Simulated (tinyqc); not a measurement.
Valley splitting in a one-orbital chain of atomic planes (second-neighbour model), step by step. Values are carried at full precision from step to step, so a last printed digit may differ when a step is redone from the rounded ones.

Each (001) plane carries one orbital with energy e0, hopping v to the next plane and u to the second: E(phi) = e0 + 2 v cos(phi) + 2 u cos(2 phi), where phi = pi - k a/4 (the sign of every second orbital is chosen so that v > 0, which shifts the phase by pi). The minimum lies at cos(phi0) = -v/(4u), phi0 = pi - (pi/2) k0 for a valley at k0 (2 pi/a), and e0 puts it at zero. A slab of N planes has hard walls: the matrix simply ends.

Constants: hbar^2/2m0 = 3.80998211 eV angstrom^2.

Parameters, chosen for this exercise (near those of the Delta valleys of silicon; abrupt walls in this chain split the valleys several times more than measured wells; shifted at random, so the results belong to these values and not to a real crystal):
- a = 5.437 angstrom (lattice constant; planes lie a/4 apart)
- k0 = 0.84 2 pi/a (position of the valley)
- ml = 0.9 m0 (longitudinal mass)
- N = 10 (planes in the small slab)

## Hoppings from the valley position and mass

The curvature at the minimum is d2E/dphi2 = 8 u sin^2(phi0) = (2c/ml)/(a/4)^2 with c = hbar^2/2m0; v = -4 u cos(phi0); e0 = 2u + v^2/(4u).

phi0 = 1.82212 rad
u = 0.61059 eV
v = 0.60739 eV
e0 = 1.37223 eV

## The bulk band

E at phi = j pi/10.

Band:

| phi/pi | E (eV) |
|---|---|
| 0.0 | 3.8082 |
| 0.1 | 3.5155 |
| 0.2 | 2.7324 |
| 0.3 | 1.7089 |
| 0.4 | 0.7597 |
| 0.5 | 0.1511 |
| 0.6 | 0.0089 |
| 0.7 | 0.2808 |
| 0.8 | 0.7668 |
| 0.9 | 1.2049 |
| 1.0 | 1.3786 |

## Hamiltonian of the slab

e0 on the diagonal, v and u on the first and second off-diagonals.

H (eV), lower triangle:
```
         1       2       3       4       5       6       7       8       9      10
1   1.3722
2   0.6074  1.3722
3   0.6106  0.6074  1.3722
4        0  0.6106  0.6074  1.3722
5        0       0  0.6106  0.6074  1.3722
6        0       0       0  0.6106  0.6074  1.3722
7        0       0       0       0  0.6106  0.6074  1.3722
8        0       0       0       0       0  0.6106  0.6074  1.3722
9        0       0       0       0       0       0  0.6106  0.6074  1.3722
10       0       0       0       0       0       0       0  0.6106  0.6074  1.3722
```

## Levels and the valley doublet

Diagonalise H. The two lowest levels are the doublet made from the valleys at +k0 and -k0; give their splitting, the weights of the lowest state, and its parity under reversal of the planes.

levels (eV): 0.1523  0.1532  0.5347  0.5928  0.9725  1.2088  1.3723  2.1622  2.9856  3.5878

splitting = 0.85 meV

weights on the planes: 0.050  0.000  0.200  0.050  0.199  0.199  0.050  0.200  0.000  0.050

parity of the lowest state: odd

The mean of the doublet lies 0.1528 eV above the bulk minimum, and level 3 lies 0.3820 eV above that mean; the weights oscillate from plane to plane because the two valleys interfere.

## Checks

- Mean of the doublet for 400 planes against the effective-mass level with W = 402 a/4 (meV): both 0.1399.

tinyqc: `OMP_NUM_THREADS=1 python tinyqc.py 1480437 1480438 out.jsonl`; about 0.01 s, one thread, shared Intel(R) Xeon(R) Processor @ 2.30GHz.
